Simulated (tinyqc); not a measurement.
From results to parameters: Hueckel model of a polar double bond. Computed by the program tinyqc.

Problem. A C=X pi bond in Hueckel theory has H_XX = alpha + h beta, H_CC = alpha and H_CX = k beta, with two electrons. Find h, k, the charge on carbon and the bond order.

x values of the two levels (E = alpha + x beta): 1.828766  -0.358766

Solution. The sum of the x values is h and their product is -k^2; the charge on carbon is h/sqrt(h^2 + 4k^2) and the bond order 2k/sqrt(h^2 + 4k^2).

h, k: 1.4700  0.8100
charge on carbon, bond order: 0.6720  0.7406
